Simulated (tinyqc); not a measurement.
What moves transparency and gain: optical gain and spontaneous emission in a bulk direct-gap semiconductor.

Parabolic bands, vertical transitions, no excitons. For each hole band j: mr = me mj/(me + mj); joint density of states J_j(E) = (mr/c)^(3/2) sqrt(E - Eg)/(2 pi^2), both spins, c = hbar^2/2m0; averaged matrix element |e.p|^2 = m0 Ep/6; alpha_j(E) = 4 pi^2 alpha_f c Ep J_j/(3 nr E) in 1/angstrom (alpha_f the fine-structure constant, listed as alpha among the constants), times 1e8 for 1/cm.

F_j(eta) = (1/Gamma(j + 1)) integral_0^infinity x^j dx/(1 + exp(x - eta)), which tends to exp(eta) for eta << 0.

Quasi-Fermi levels: n = Nc F_1/2(Fc/kT) and p = Nv F_1/2(Fv/kT), Fc counted up from the conduction edge and Fv down from the valence edge; Nc, Nv from N = 2 (m kB T/(4 pi c))^(3/2) with c = hbar^2/2m0, in 1/angstrom^3; times 1e24 for 1/cm^3, with me and (mhh^(3/2) + mlh^(3/2))^(2/3).

For band j the electron sits at Ee = (E - Eg) mr/me above its edge and the hole at Eh = (E - Eg) mr/mj; fe = 1/(1 + exp((Ee - Fc)/kT)), fh = 1/(1 + exp((Eh - Fv)/kT)); gain g = sum_j alpha_j (fe + fh - 1).

Constants: hbar^2/2m0 = 3.80998211 eV angstrom^2; fine-structure constant alpha = 0.007297352564; kB = 8.617333262e-05 eV/K.

Values chosen for the exercise (near those of GaN; shifted at random, so the results belong to these values and not to a real crystal): Eg = 3.335 eV (direct gap); me = 0.1948 m0 (electron mass); mhh = 1.365 m0 (heavy-hole mass); mlh = 0.3042 m0 (light-hole mass); Ep = 17.7 eV (Kane energy); nr = 2.63 (refractive index); T = 350 K; n = 8.3e+18 1/cm^3 (injected density, n = p).

Transparency is Fc + Fv = 0; the peak is the largest g over E at the density n (0 if none).

Results for these values:

| case | transparency density (1/cm^3) | Fc + Fv (eV) | peak gain (1/cm) |
|---|---|---|---|
| base | 7.51e+18 | 0.0091 | 66 |

What happens to each result for n = 1.08e+19 1/cm^3, all else kept?

Answer: transparency density does not change at the printed digits; Fc + Fv rises from 0.0091 to 0.0344; peak gain rises from 66 to 470.

The same for each parameter in turn:

| case | transparency density (1/cm^3) | Fc + Fv (eV) | peak gain (1/cm) |
|---|---|---|---|
| base | 7.51e+18 | 0.0091 | 66 |
| me = 0.224 m0 | 8.59e+18 | -0.0030 | 0 |
| mhh = 0.819 m0 | 5.88e+18 | 0.0305 | 506 |
| Ep = 19.5 eV | 7.51e+18 | 0.0091 | 73 |
| T = 390 K | 8.83e+18 | -0.0061 | 0 |
| n = 1.08e+19 1/cm^3 | 7.51e+18 | 0.0344 | 470 |
| nr = 2.76 | 7.51e+18 | 0.0091 | 63 |

Computed by tinyqc, a small Python program: `OMP_NUM_THREADS=1 python tinyqc.py 1650639 1650640 out.jsonl` (the numbers bound the seed that draws the inputs); one thread of a shared host (Intel(R) Xeon(R) Processor @ 2.30GHz), about 0.07 s for the whole set of steps.
